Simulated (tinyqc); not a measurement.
Static constant against the gap: interband optics of a two-band s-p chain from momentum matrix elements.

H(k) = [[Es - 2 ts cos ka, 2i V sin ka], [-2i V sin ka, Ep_ + 2 tp cos ka]] in the basis s, p; the lower band is full, with two electrons a cell. The velocity operator times hbar is W = dH/dk (eV angstrom); intra-atomic dipoles are left out.

With w(k) = |<c|W|v>|^2 and D(k) = Ec - Ev, on the mesh k_j = (j + 1/2)/N (2 pi/a): eps(E) = 1 + (8 pi e2/(a Ar)) mean_j (w/D^2) [1/(D - E - i eta) + 1/(D + E + i eta)], e2 = e^2/(4 pi eps0); light polarised along the chains, no local fields.

Constants: e^2/(4 pi eps0) = 14.39964547 eV angstrom; hbar^2/2m0 = 3.80998211 eV angstrom^2.

Values chosen for the exercise: a = 3.86 angstrom (period); Ep_ = -1.86 eV (lower orbital (p)); ts = 0.7 eV (s-s hopping); tp = 0.67 eV (p-p hopping); V = 1.45 eV (s-p hopping); Ar = 11.9 angstrom^2 (cross-section per chain).

Es takes the values listed; mesh of 400 points; the Penn-type estimate is 1 + 8 pi c e2 n_eff/(a Ar Dm^2) with Dm the f-weighted mean of D, f = w/(c D), n_eff = 2 mean(f), c = hbar^2/2m0.

Results:

| Es (eV) | smallest D (eV) | Dm (eV) | n_eff | eps(0) | estimate |
|---|---|---|---|---|---|
| 2.24 | 1.361 | 4.381 | 5.779 | 37.674 | 10.040 |
| 2.54 | 1.661 | 4.682 | 5.547 | 25.416 | 8.595 |
| 3.04 | 2.161 | 5.180 | 5.193 | 15.236 | 6.809 |
| 3.54 | 2.660 | 5.675 | 4.876 | 10.264 | 5.545 |
| 4.54 | 3.660 | 6.660 | 4.332 | 5.751 | 3.932 |
| 5.54 | 4.660 | 7.642 | 3.885 | 3.831 | 2.997 |
| 7.54 | 6.660 | 9.609 | 3.201 | 2.281 | 2.041 |

How do the results move, and what explains it?

eps(0) - 1 falls from 36.674 to 1.281, as Dm^-4.27; a fixed n_eff would give the power -2, and n_eff goes from 5.779 to 3.201. The single-gap estimate is low by 75.4 % of eps(0) - 1 in the first row and 18.8 % in the last, since 1/D^2 favours the smallest separations. n_eff need not equal the 2 electrons of the cell: a two-orbital basis with chosen hoppings does not obey the free-electron sum rule.

(tinyqc, `OMP_NUM_THREADS=1 python tinyqc.py 1680326 1680327 out.jsonl`, Intel(R) Xeon(R) Processor @ 2.30GHz, 1 thread, shared host, about 0.01 s.)
